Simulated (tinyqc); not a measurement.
LDA (VWN5) atom on a uniform radial grid, spin-unpolarised, for C+, step by step. Computed by tinyqc, a small Python program that keeps every step. Settings: Z = 6, points = 128, R = 9.5, functional = lda,vwn, mixing = 1.0, iteration cap = 74. Command: `OMP_NUM_THREADS=1 python tinyqc.py 28796 28797 out.jsonl` (the two numbers bound the seeds that draw the settings). One thread of a shared host (Intel(R) Xeon(R) Processor @ 2.60GHz), about 0.1 s of CPU time with the checks. Later iterations appear only in the table of the cycle.

## Iteration 1

Spherical atom on a uniform radial grid r_j = j h with h = R/(N + 1), h sum u^2 = 1 and integrals as h times sums, u(0) = u(R) = 0 (atomic units):
```
parameter           value
Z                       6
points N              128
R                9.500000
h                0.073643
mixing           1.000000
electrons in 1s         2
electrons in 2s         2
electrons in 2p         1
```

Three-point differences turn -u''/2 + [l(l+1)/2r^2 - Z/r + V] u = e u into a tridiagonal matrix (diagonal 1/h^2 + potential, off-diagonal -1/2h^2). D = sum f u^2; the Hartree potential y/r solves y'' = -D/r with y(0) = 0, y(R) = N_e; v_xc comes from rho = D/(4 pi r^2); E = sum f e - int D V + int D (V_H/2 + eps_xc); V(new) = V + mixing (V_H + v_xc - V).

eigenvalues (hartree): 1s -17.197967, 2s -4.446389, 2p -4.518855

Every 8th grid point:
```
r             V in     u(1s)      u(2s)     u(2p)         D       V_H       v_xc
0.589147  0.000000  0.536974  -0.778866  1.071161  2.937331  6.819712  -0.939680
1.178295  0.000000  0.034819  -0.911255  0.723303  2.186364  4.125617  -0.555386
1.767442  0.000000  0.001693  -0.403374  0.276046  0.401628  2.822212  -0.257807
2.356589  0.000000  0.000073  -0.131628  0.083403  0.041608  2.121379  -0.109853
2.945736  0.000000  2.97e-06  -0.036826  0.022171  0.003204  1.697354  -0.044665
3.534884  0.000000  1.15e-07  -0.009385  0.005435  0.000206  1.414473  -0.017334
4.124031  0.000000  4.37e-09  -0.002246  0.001260  0.000012  1.212406  -0.006418
4.713178  0.000000  1.62e-10  -0.000514  0.000280  6.07e-07  1.060855  -0.002285
5.302326  0.000000         0  -0.000114  0.000060  2.95e-08  0.942982  -0.000791
5.891473  0.000000         0  -0.000024  0.000013  1.36e-09  0.848684  -0.000268
6.480620  0.000000         0  -0.000005  2.63e-06  6.00e-11  0.771531  -0.000090
7.069767  0.000000         0  -1.07e-06  5.33e-07         0  0.707237  -0.000030
7.658915  0.000000         0  -2.18e-07  1.07e-07         0  0.652834   0.000000
8.248062  0.000000         0  -4.38e-08  2.11e-08         0  0.606203   0.000000
8.837209  0.000000         0  -8.52e-09  4.03e-09         0  0.565789   0.000000
9.426357  0.000000         0  -5.77e-10  2.70e-10         0  0.530428   0.000000
```

total energy = -33.53547251 hartree

## Iteration 2

As before.

eigenvalues (hartree): 1s -8.317467, 2s -0.573876, 2p -0.303772

Every 8th grid point:
```
r             V in     u(1s)      u(2s)     u(2p)         D       V_H       v_xc
0.589147  5.880032  0.673567  -0.282997  0.408853  1.234721  5.355672  -0.715809
1.178295  3.570231  0.084067  -0.748631  0.634306  1.537375  3.481955  -0.498025
1.767442  2.564405  0.008879  -0.713863  0.639971  1.428922  2.611141  -0.379429
2.356589  2.011526  0.000885  -0.533216  0.549188  0.870247  2.055278  -0.273741
2.945736  1.652688  0.000086  -0.358452  0.435577  0.446703  1.676029  -0.195593
3.534884  1.397139  0.000008  -0.228084  0.330811  0.213481  1.407307  -0.140518
4.124031  1.205988  7.78e-07  -0.140484  0.244565  0.099284  1.209915  -0.101972
4.713178  1.058570  7.34e-08  -0.084690  0.177395  0.045814  1.059971  -0.074761
5.302326  0.942192  6.89e-09  -0.050268  0.126725  0.021113  0.942667  -0.055272
5.891473  0.848416  6.45e-10  -0.029473  0.089267  0.009706  0.848574  -0.041081
6.480620  0.771441  6.02e-11  -0.017095  0.061925  0.004419  0.771494  -0.030571
7.069767  0.707207         0  -0.009796  0.042069  0.001962  0.707226  -0.022637
7.658915  0.652834         0  -0.005502  0.027574  0.000821  0.652831  -0.016486
8.248062  0.606203         0  -0.002939  0.016748  0.000298  0.606203  -0.011493
8.837209  0.565789         0  -0.001322  0.008233  0.000071  0.565789  -0.007023
9.426357  0.530428         0  -0.000137  0.000888  8.26e-07  0.530428  -0.001612
```

total energy = -35.21775244 hartree

## Iteration 3

As before.

eigenvalues (hartree): 1s -10.380759, 2s -1.108366, 2p -0.846193

Every 8th grid point:
```
r             V in     u(1s)      u(2s)     u(2p)         D       V_H       v_xc
0.589147  4.639863  0.631268  -0.433998  0.685804  1.644035  5.929668  -0.782942
1.178295  2.983930  0.064273  -0.876702  0.812794  2.206109  3.812846  -0.556937
1.767442  2.231713  0.005343  -0.668774  0.606408  1.262304  2.752340  -0.365298
2.356589  1.781538  0.000414  -0.397914  0.382058  0.462639  2.108065  -0.226114
2.945736  1.480436  0.000031  -0.212010  0.221420  0.138923  1.694926  -0.137814
3.534884  1.266789  2.27e-06  -0.106232  0.122133  0.037487  1.414033  -0.083608
4.124031  1.107943  1.65e-07  -0.051202  0.065203  0.009495  1.212326  -0.050571
4.713178  0.985210  1.18e-08  -0.024031  0.034016  0.002312  1.060840  -0.030471
5.302326  0.887396  8.45e-10  -0.011065  0.017446  0.000549  0.942980  -0.018273
5.891473  0.807493  6.01e-11  -0.005022  0.008831  0.000128  0.848684  -0.010905
6.480620  0.740923         0  -0.002254  0.004423  0.000030  0.771531  -0.006480
7.069767  0.684589         0  -0.001002  0.002193  0.000007  0.707237  -0.003835
7.658915  0.636345         0  -0.000440  0.001073  1.54e-06  0.652834  -0.002256
8.248062  0.594710         0  -0.000189  0.000508  3.29e-07  0.606203  -0.001303
8.837209  0.558766         0  -0.000072  0.000209  5.38e-08  0.565789  -0.000689
9.426357  0.528816         0  -0.000007  0.000021  5.31e-10  0.530428  -0.000144
```

total energy = -35.40306413 hartree

## Convergence

Stop when input and output potentials agree to 1e-7.

Course of the cycle (hartree):
```
iteration             E       e(1s)      e(2s)      e(2p)  largest |V(out) - V(in)|
1          -33.53547251  -17.197967  -4.446389  -4.518855                  1.14e+01
2          -35.21775244   -8.317467  -0.573876  -0.303772                  2.85e+00
3          -35.40306413  -10.380759  -1.108366  -0.846193                  9.72e-01
4          -35.42843405   -9.631612  -0.858347  -0.579533                  3.45e-01
5          -35.43188328   -9.899620  -0.941585  -0.667333                  1.27e-01
6          -35.43236445   -9.799704  -0.909474  -0.633266                  4.73e-02
7          -35.43243115   -9.836809  -0.921295  -0.645783                  1.76e-02
8          -35.43244042   -9.822973  -0.916867  -0.641091                  6.57e-03
9          -35.43244171   -9.828128  -0.918514  -0.642836                  2.45e-03
10         -35.43244189   -9.826207  -0.917900  -0.642185                  9.12e-04
11         -35.43244191   -9.826923  -0.918129  -0.642428                  3.40e-04
12         -35.43244191   -9.826656  -0.918044  -0.642337                  1.27e-04
13         -35.43244191   -9.826755  -0.918075  -0.642371                  4.72e-05
14         -35.43244191   -9.826718  -0.918064  -0.642358                  1.76e-05
15         -35.43244191   -9.826732  -0.918068  -0.642363                  6.56e-06
16         -35.43244191   -9.826727  -0.918066  -0.642361                  2.44e-06
17         -35.43244191   -9.826729  -0.918067  -0.642362                  9.11e-07
18         -35.43244191   -9.826728  -0.918067  -0.642362                  3.40e-07
19         -35.43244191   -9.826728  -0.918067  -0.642362                  1.27e-07
20         -35.43244191   -9.826728  -0.918067  -0.642362                  4.72e-08
```

Converged in 20 iterations. A uniform grid resolves the cusp poorly: for a bare nucleus this grid gives 1s at -17.19797 against -Z^2/2 = -18 hartree. Before convergence this energy mixes input and output and is not variational, so it may rise towards its limit.
